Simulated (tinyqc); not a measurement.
Inside a calculation. Model: nudged elastic band on a two-dimensional model surface. Computed by tinyqc, a small Python program that keeps every step. Command: `OMP_NUM_THREADS=1 python tinyqc.py 3018324 3018325 out.jsonl neb walk`. One thread of a shared host (Intel(R) Xeon(R) Processor @ 2.30GHz), about 0.2 s of CPU time with the checks. Intermediate numbers are printed to about 6 digits and carried at full precision; extremes and crossings named in words are read from the listed rows.

V(x, y) = -A (cos kx + cos ky) - B cos kx cos ky + (C sin ky + S sin kx)(1 - cos kx), k = 2 pi/a; the atom hops from the minimum at (0, 0) to that at (a, 0).

Inputs (values chosen for the exercise, for a model surface): amplitude A = 0.37 eV; amplitude B = 0.12 eV; skew C = 0.11 eV; asymmetry S = 0.087 eV; period a = 3.4 angstrom; movable images n = 7; spring constant k_s = 0.3 eV/angstrom^2; step factor eta = 0.27 angstrom^2/eV; iteration cap = 600.

Surface: adatom on a square lattice. Climbing image: on.

## Stationary points

Newton steps x(new) = x - H^-1 grad V (moves limited to 0.3 angstrom) from (0, 0), (a, 0) and (a/2, 0) give the two minima and the saddle.

positions (angstrom), rows start, end, saddle, columns x, y:
$$\begin{pmatrix}
0.00000 & 0.00000 \\
3.40000 & 0.00000 \\
1.49634 & -0.37217
\end{pmatrix}$$

energies (eV): start -0.860000, end -0.860000, saddle 0.071389

barrier from the start = 0.931389 eV

## Straight-line start

Images are spaced evenly on the line between the minima.

images at the start (angstrom), rows image 1, image 2, image 3, image 4, image 5, image 6, image 7, columns x, y:
$$\begin{pmatrix}
0.425 & 0.000 \\
0.850 & 0.000 \\
1.275 & 0.000 \\
1.700 & 0.000 \\
2.125 & 0.000 \\
2.550 & 0.000 \\
2.975 & 0.000
\end{pmatrix}$$

energies above the start (eV): [0.161536, 0.577000, 0.941501, 0.980000, 0.731464, 0.403000, 0.125499]

The highest image lies +0.0486 eV from the true barrier.

## Iteration 1

Tangent at image i: towards the higher neighbour if the energies rise or fall through i; at a maximum or minimum, tau = t+ dmax + t- dmin if V(i+1) > V(i-1), else t+ dmin + t- dmax, with t+ = R(i+1) - R(i), t- = R(i) - R(i-1) and dmax, dmin the larger and smaller of |V(i+1) - V(i)| and |V(i-1) - V(i)|; then normalise. Force F = -grad V + (grad V.tau) tau + k_s (|t+| - |t-|) tau. With a climbing image, the highest image feels instead F = -grad V + 2 (grad V.tau) tau and no spring. Update R(new) = R + eta F; the end points stay fixed.

unit tangents, rows image 1, image 2, image 3, image 4, image 5, image 6, image 7, columns x, y:
$$\begin{pmatrix}
1 & 0 \\
1 & 0 \\
1 & 0 \\
1 & 0 \\
1 & 0 \\
1 & 0 \\
1 & 0
\end{pmatrix}$$

forces (eV/angstrom), rows image 1, image 2, image 3, image 4, image 5, image 6, image 7, columns x, y:
$$\begin{pmatrix}
0.000000 & -0.059539 \\
0.000000 & -0.203280 \\
0.000000 & -0.347020 \\
-0.321551 & -0.406559 \\
0.000000 & -0.347020 \\
0.000000 & -0.203280 \\
0.000000 & -0.059539
\end{pmatrix}$$

images after iteration 1 (angstrom), rows image 1, image 2, image 3, image 4, image 5, image 6, image 7, columns x, y:
$$\begin{pmatrix}
0.42500 & -0.01608 \\
0.85000 & -0.05489 \\
1.27500 & -0.09370 \\
1.61318 & -0.10977 \\
2.12500 & -0.09370 \\
2.55000 & -0.05489 \\
2.97500 & -0.01608
\end{pmatrix}$$

## Iteration 2

The formulas are those given above.

unit tangents, rows image 1, image 2, image 3, image 4, image 5, image 6, image 7, columns x, y:
$$\begin{pmatrix}
0.995856 & -0.090939 \\
0.995856 & -0.090939 \\
0.998872 & -0.047482 \\
0.999552 & -0.029944 \\
0.999507 & 0.031393 \\
0.995856 & 0.090939 \\
0.995856 & 0.090939
\end{pmatrix}$$

forces (eV/angstrom), rows image 1, image 2, image 3, image 4, image 5, image 6, image 7, columns x, y:
$$\begin{pmatrix}
-0.008890 & -0.102189 \\
-0.020683 & -0.226500 \\
-0.039465 & -0.272913 \\
-0.191657 & -0.291063 \\
-0.016985 & -0.274409 \\
0.018024 & -0.197380 \\
0.007010 & -0.081598
\end{pmatrix}$$

images after iteration 2 (angstrom), rows image 1, image 2, image 3, image 4, image 5, image 6, image 7, columns x, y:
$$\begin{pmatrix}
0.42260 & -0.04367 \\
0.84442 & -0.11604 \\
1.26434 & -0.16738 \\
1.56143 & -0.18836 \\
2.12041 & -0.16779 \\
2.55487 & -0.10818 \\
2.97689 & -0.03811
\end{pmatrix}$$

## All iterations

Start on the straight line; stop when the largest force is below 1e-4 or above 1e6 eV/angstrom.

Course of the band:
```
iteration  highest image (eV)  largest force (eV/angstrom)
1                    0.980000                  5.18349e-01
2                    0.962445                  3.48497e-01
3                    0.948784                  2.32861e-01
4                    0.940290                  1.56949e-01
5                    0.935747                  1.06496e-01
6                    0.933480                  7.82906e-02
7                    0.932383                  5.83981e-02
8                    0.931859                  4.44314e-02
9                    0.931611                  3.46795e-02
...                       ...                          ...
109                  0.931389                  1.42258e-04
110                  0.931389                  1.35504e-04
111                  0.931389                  1.29071e-04
112                  0.931389                  1.22943e-04
113                  0.931389                  1.17106e-04
114                  0.931389                  1.11546e-04
115                  0.931389                  1.06250e-04
116                  0.931389                  1.01205e-04
117                  0.931389                  9.64004e-05
```

Band at the end:
```
image  x (angstrom)  y (angstrom)    E (eV)
0           0.00000      0.000000  0.000000
1           0.36068     -0.141858  0.126148
2           0.73222     -0.251511  0.454135
3           1.11222     -0.325486  0.794989
4           1.49634     -0.372172  0.931389
5           1.98461     -0.363898  0.762498
6           2.46512     -0.278011  0.450032
7           2.93382     -0.142836  0.153359
8           3.40000      0.000000  0.000000
```

energy of the highest image = 0.931389 eV

iterations = 117

largest force at the end = 9.64004e-05 eV/angstrom

Converged in 117 iterations. The climbing image sits on the saddle, so its energy is the barrier.

## Plain band against climbing image

Images are counted without the end points, and convergence is judged on the largest force on an image. Each run starts on the straight line with the same k_s and eta, for at most 1500 iterations; errors are against the Newton saddle; a dash marks a run that did not reach 1e-4 eV/angstrom.

Error of the highest image (meV) and iterations:
```
images  plain, error  plain, iterations  climbing, error  climbing, iterations
2           -133.221                 24                0                    43
3            -34.009                 31                0                    41
4            -20.162                 35                0                    65
5            -33.800                 49                0                    73
6             -2.086                 59                0                    69
8             -0.053                 83                0                   103
10            -1.644                109                0                   166
```

The plain band underestimates the barrier by 0.05 to 133.22 meV, depending on how near an image falls to the saddle (worst for 2 images, best for 8). The climbing image is within about 0.001 meV in every converged run, so few images suffice for the barrier.

Checks made by the program: climbing image against the Newton saddle (relative difference below 1e-10).
